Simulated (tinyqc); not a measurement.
Phase-change memory cell, resistance drift and retention: one step of the calculation.

The amorphous state follows Ra = R0 (t/t0)^nu exp[(q Ec/kB)(1/T - 1/(300 K))], with nu taken as independent of T. An intermediate level follows the logarithmic mixing rule ln R = (1 - fa) ln Rc + fa ln Ra with constant Rc. The time to lose the data by crystallisation is tr = tx exp[(q Ex/kB)(1/T - 1/Tx)]; 1 year = 3.15576e7 s. These are empirical laws.

Question. Resistances at the read. Ra and the intermediate level as above; its effective drift exponent is fa nu.

Inputs (values chosen for the exercise); values of the order found in chalcogenide phase-change cells:
- R0 = 2.2 Mohm (resistance of the amorphous state at t0 and 300 K)
- t0 = 0.1 s (reference time)
- nu = 0.098 (drift exponent)
- Ec = 0.28 eV (activation energy of conduction)
- T = 300 K (operating temperature)
- t = 3600 s (time of the read)
- fa = 0.59 (amorphous share of an intermediate level)
- Rc = 31 kohm (resistance of the crystalline state)

Constants: q = 1.602176634e-19 C, kB = 1.380649e-23 J/K. Results are converted to the units shown.

Give: drift factor; temperature factor; Ra; intermediate level; effective exponent.

Answer.

drift factor = 2.796
temperature factor = 1.000
Ra = 6.151 Mohm
intermediate level = 0.7030 Mohm
effective exponent = 0.05782

Numbers from tinyqc (`OMP_NUM_THREADS=1 python tinyqc.py 2880143 2880144 out.jsonl`; about 0.01 s on one thread of a shared Intel Xeon 2.30GHz).
